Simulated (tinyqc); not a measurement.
Schottky emission and Poole-Frenkel conduction in an insulator, and how to tell them apart: one step of the calculation.

Schottky emission (electrode-limited): J = As T^2 exp[-(pb - b sqrt(F))/Vt], b = sqrt(q/(4 pi eps0 ei)). Poole-Frenkel emission (bulk-limited): J = s0 F exp[-(pt - 2 b sqrt(F))/Vt]. F in V/cm.

Question. Which mechanism made these data. The data come from another sample of the same dielectric, in which one mechanism alone limits the current. Fit straight lines by least squares: ln J on sqrt(F) (Schottky plot, slope b/Vt) and ln(J/F) on sqrt(F) (Poole-Frenkel plot, slope 2 b/Vt), F in V/cm, and read a permittivity from each slope. The right mechanism gives a value near ei, and in any case between ei and es.

Values chosen for this exercise; dielectric values close to those of silicon nitride: temperature T = 325 K; high-frequency relative permittivity ei = 3.82; static relative permittivity es = 7.8.

Constants: q = 1.602176634e-19 C, kB = 1.380649e-23 J/K, Vt = kB T/q, eps0 = 8.8541878128e-14 F/cm where lengths are in cm. Results are converted to the units shown.

```
point,F (MV/cm),J (A/cm^2)
0,0.5,1.87e-9
1,0.87,8.938e-9
2,1.24,3.131e-8
3,1.62,9.442e-8
4,1.99,2.456e-7
```

Find: slope of the Schottky plot; permittivity read as Schottky; slope of the Poole-Frenkel plot; permittivity read as Poole-Frenkel.

Answer.

slope of the Schottky plot = 0.0069329 (cm/V)^0.5
permittivity read as Schottky = 3.8196
slope of the Poole-Frenkel plot = 0.0049768 (cm/V)^0.5
permittivity read as Poole-Frenkel = 29.648

Both plots are nearly straight, so straightness decides nothing. Read as Schottky the data give 3.82, which matches ei = 3.82; read as Poole-Frenkel they give 29.6, above even the static value 7.8. The data were made by Schottky emission.

Computed by the program tinyqc: `OMP_NUM_THREADS=1 python tinyqc.py 2370139 2370140 out.jsonl`, one thread of a shared Intel Xeon 2.30GHz, about 0.01 s for the whole run.
